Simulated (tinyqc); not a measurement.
Worked calculation: four-band model of biased bilayer graphene near K. Values are carried at full precision from step to step, so a last printed digit may differ when a step is redone from the rounded ones.

Constants: hbar^2/2m0 = 3.80998211 eV angstrom^2.

Values chosen for the exercise (near those used for Bernal bilayer graphene; shifted at random, so the results belong to these values and not to a real crystal): a = 2.46 angstrom (lattice constant); g0 = 2.82 eV (hopping in a layer); g1 = 0.353 eV (hopping of the dimer sites); g3 = 0 eV (skew hopping A1-B2); g4 = 0 eV (skew hopping A1-A2); U = 0.28 eV (potential difference of the layers); k = (0.037, 0.016) 1/angstrom (wave vector from K).

## Velocities and mass

v_j = (sqrt3/2) a g_j; low-energy mass m/m0 = c g1/v0^2 with c = hbar^2/2m0; crossover wave vector g1/(2 v0).

v0, v3, v4 (eV angstrom): [6.0078, 0.0000, 0.0000]

mass = 0.03726 m0
crossover = 0.02938 1/angstrom

## H at one k

Basis A1, B1, A2, B2, with B1 below A2; p = kx + i ky, v_j = (sqrt3/2) a g_j. Diagonal -U/2, -U/2, U/2, U/2; <A1|B1> = <A2|B2> = v0 p*, <B1|A2> = g1, <A1|B2> = v3 p, <A1|A2> = <B1|B2> = -v4 p*.

Fill in the matrix.

H (eV), rows A1, B1, A2, B2 and columns alike:
$$\begin{pmatrix}
-0.1400 & 0.2223-0.0961i & 0 & 0 \\
0.2223+0.0961i & -0.1400 & 0.3530 & 0 \\
0 & 0.3530 & 0.1400 & 0.2223-0.0961i \\
0 & 0 & 0.2223+0.0961i & 0.1400
\end{pmatrix}$$

## Levels and layer polarisation

Diagonalise; the weight on layer 1 is that of A1 and B1.

levels (eV): [-0.5160, -0.1221, 0.1221, 0.5160]

weights, rows A1, B1, A2, B2; columns band 1, band 2, band 3, band 4:
$$\begin{pmatrix}
0.224 & 0.535 & 0.213 & 0.029 \\
0.539 & 0.003 & 0.249 & 0.209 \\
0.209 & 0.249 & 0.003 & 0.539 \\
0.029 & 0.213 & 0.535 & 0.224
\end{pmatrix}$$

weight on layer 1: [0.762, 0.538, 0.462, 0.238]

Band 2 has 54 % of its weight on layer 1, the layer of lower potential, and band 3 has 46 %; the dimer sites hold 25 % of band 3.

## The Mexican hat (g3 = g4 = 0)

At K the levels are -/+ U/2 and -/+ sqrt(g1^2 + U^2/4). The smallest gap, U g1/sqrt(U^2 + g1^2), lies on a ring of radius kg = (U/2 v0) sqrt((2 g1^2 + U^2)/(g1^2 + U^2)), v0 = (sqrt3/2) a g0; the height of the hat is U/2 less half that gap.

gap = 0.2194 eV
kg = 0.02960 1/angstrom
height of the hat = 30.32 meV

## Checks

- Gap on the ring from the formula against the matrix: both 0.219369.

Run: tinyqc, `OMP_NUM_THREADS=1 python tinyqc.py 1451945 1451946 out.jsonl`; Intel(R) Xeon(R) Processor @ 2.30GHz, one thread, shared host; about 0.03 s of CPU time with all checks.
